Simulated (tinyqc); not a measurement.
From results back to parameters: two-band massive Dirac model of the K valleys. Two cases, with inputs chosen for the exercise.

Problem. In the valley model H = [[D/2, a t (kx - i ky)], [a t (kx + i ky), -D/2 + lam sz]], sz = +/-1, a t is hbar v. The gaps of the two spins, A and B, are G = D - lam and D + lam, the band-edge mass of A is c (D - lam)/(a t)^2, c = hbar^2/2m0, and its Berry curvature at the edge is 2 (a t)^2/G^2 in size. The values below come from hidden D, lam and t.

Constants: hbar^2/2m0 = 3.80998211 eV angstrom^2.

Case 1.

Values chosen (out of a larger set: near those used for monolayer MoSe2; not measured data): a = 3.316 angstrom (lattice constant).

gaps (eV): A 1.4100, B 1.5700

mass of A = 0.478928 m0

Case 2.

Values chosen (out of a larger set: near those used for monolayer MoSe2; not measured data): a = 3.318 angstrom (lattice constant).

gaps (eV): A 1.3600, B 1.5400

mass of A = 0.621828 m0

Find: D, lam, t; |Omega| at the A edge.

Solution. The mean of the gaps is D and half their difference lam; a t = sqrt(c G_A/m). The curvature 2 (a t)^2/G^2 equals 2c/(m G).

Case 1.

D, lam, t (eV): 1.490  0.080  1.010

|Omega| at the A edge = 11.284 angstrom^2

Case 2.

D, lam, t (eV): 1.450  0.090  0.870

|Omega| at the A edge = 9.010 angstrom^2

Computed by tinyqc, one run a case: `OMP_NUM_THREADS=1 python tinyqc.py N N+1 out.jsonl` with N = 1480019, 1480059; one thread of a shared Intel(R) Xeon(R) Processor @ 2.30GHz, about 0.01 s a run at most.
